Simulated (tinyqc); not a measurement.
Born-von Karman spring model of a cubic crystal with one atom per cell: one step, computed by the program tinyqc.

First neighbours lie at a/2 (1,1,0) (12 of them), second at a (1,0,0) (6), with all permutations and signs; the volume per atom is Omega = a^3/4. Two shells of springs match a real metal only roughly, above all at the zone boundary.

Problem. Dynamical matrix at q. A neighbour at R with unit vector n couples by the matrix K(R) = kL n n^T + kT (1 - n n^T), and D(q) = (1/M) sum_R K(R) [1 - cos(q.R)].

Inputs (values chosen for the exercise, modelled on aluminium):
```
quantity,value,unit
atomic mass M,26.98,u
radial spring k1L,1.32,eV/angstrom^2
transverse spring k1T,-0.082,eV/angstrom^2
radial spring k2L,0.15,eV/angstrom^2
transverse spring k2T,-0.01,eV/angstrom^2
```

Lattice: fcc.

wave vector q (2 pi/a): [0.74, 0.13, 0]

Give: D(q).

Solution.

D(q) (eV/(angstrom^2 u)):
```
,x,y,z
x,0.3146,0.0301,0.0000
y,0.0301,0.1392,0.0000
z,0.0000,0.0000,0.1413
```
